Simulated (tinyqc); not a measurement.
Geometry relaxation of a small cluster: one step, computed by the program tinyqc. Command: `OMP_NUM_THREADS=1 python tinyqc.py 3005249 3005250 out.jsonl relax walk`. One thread of a shared host (Intel(R) Xeon(R) Processor @ 2.30GHz), about 0.02 s of CPU time with the checks.

E = sum_i {sum_j A exp(-p (r_ij/r0 - 1)) - xi sqrt(rho_i)}, rho_i = sum_j exp(-2 q (r_ij/r0 - 1)); the force on i is -sum_j w_ij (R_i - R_j)/r_ij with w_ij = -(2p/r0) A exp(-p (r_ij/r0 - 1)) + (xi q/r0) exp(-2 q (r_ij/r0 - 1)) (rho_i^(-1/2) + rho_j^(-1/2)).

Problem. The first two steps. Conjugate gradient (Polak-Ribiere): d = F + beta d(old), beta = max(0, F.(F - F(old))/|F(old)|^2), d = F at first; step length from one secant, s = eta (F.d)/(F.d - F(R + eta d).d), replaced by eta if that is not positive; R(new) = R + s d. No atom moves more than 0.3 angstrom a step (the whole step is scaled). Stop when the largest force component is below 1e-5 eV/angstrom.

Inputs (values chosen for the exercise, for model atoms):
```
quantity         value           unit
length r0         2.64       angstrom
repulsion A       0.16             eV
hopping xi        1.69             eV
decay p           10.3              -
decay q           3.37              -
step factor eta  0.018  angstrom^2/eV
```

Potential: Gupta. Method: conjugate gradient.

starting positions (angstrom):
```
            x      y      z
atom 1  -0.04   0.04  -0.04
atom 2   2.61  -0.13  -0.18
atom 3   1.11   2.09  -0.02
atom 4    1.3   0.87    2.1
atom 5   1.16   0.74  -2.07
```

Give: positions after step 1; energy after step 1; positions after step 2; energy after step 2.

Solution.

positions after step 1 (angstrom):
```
            x       y       z
atom 1  0.064   0.059  -0.025
atom 2  2.455  -0.037  -0.172
atom 3  1.150   2.009  -0.003
atom 4  1.293   0.855   1.946
atom 5  1.178   0.724  -1.956
```

energy after step 1 = -14.06 eV

positions after step 2 (angstrom):
```
            x       y       z
atom 1  0.066   0.055  -0.022
atom 2  2.448  -0.032  -0.170
atom 3  1.154   2.011  -0.003
atom 4  1.293   0.852   1.938
atom 5  1.179   0.723  -1.953
```

energy after step 2 = -14.06 eV
